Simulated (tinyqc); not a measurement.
Spectral response: phonon-assisted absorption at an indirect gap.

alpha(E) = sum_j A_j [N_j (E - Eg + w_j)^2 + (N_j + 1)(E - Eg - w_j)^2], each bracket counted only where its base is positive; N_j = 1/(exp(w_j/kB T) - 1). The first term absorbs a phonon and the second emits one; excitons and direct transitions are left out.

Photodiode (Gaertner form with a dead layer): QE = (1 - R) exp(-alpha xj) [1 - exp(-alpha W)/(1 + alpha L)], R = ((nr - 1)/(nr + 1))^2; responsivity = QE/E in A/W for E in eV.

Constants: kB = 8.617333262e-05 eV/K.

Parameters, chosen for this exercise (loosely those of SiC at room temperature; Eg is not tied to T; not measured data):
```
symbol  value         unit         meaning
Eg      3.225         eV           indirect gap, held fixed unless listed
w       (70.2, 48.1)  meV          two zone-edge phonons
A       (2800, 600)   1/(cm eV^2)  their strengths
T       400           K
nr      2.83                       refractive index
xj      0.41          micrometre   dead layer at the surface
W       21            micrometre   depleted width
L       15            micrometre   minority diffusion length below it
```

Response:
```
E (eV)  wavelength (nm)  alpha (1/cm)  1/alpha (micrometre)  dead layer  collected     QE    A/W
3.24                383          3.84              2.61e+03       1.000      0.014  0.011  0.003
3.28                378          8.72              1.15e+03       1.000      0.031  0.024  0.007
3.34                371          29.7                   337       0.999      0.101  0.077  0.023
3.42                363           109                  92.1       0.996      0.315  0.242  0.071
3.52                352           291                  34.4       0.988      0.622  0.474  0.135
3.68                337           775                  12.9       0.969      0.909  0.680  0.185
3.88                320      1.71e+03                  5.84       0.932      0.992  0.714  0.184
4.12                301      3.33e+03                  3.00       0.872      1.000  0.673  0.163
4.42                281      6.10e+03                  1.64       0.779      1.000  0.601  0.136
4.82                257      1.11e+04                 0.901       0.635      1.000  0.490  0.102
```

QE is highest, 0.714, at 3.88 eV of those listed and the responsivity at 3.68 eV; reflection alone caps QE at 0.772. Near the gap weak absorption limits it (collected share 0.014); at the top the dead layer passes 0.635. Far above the gap the quadratic law and a constant index are only rough.

(tinyqc, `OMP_NUM_THREADS=1 python tinyqc.py 1682126 1682127 out.jsonl`, Intel(R) Xeon(R) Processor @ 2.30GHz, 1 thread, shared host, about 0.01 s.)
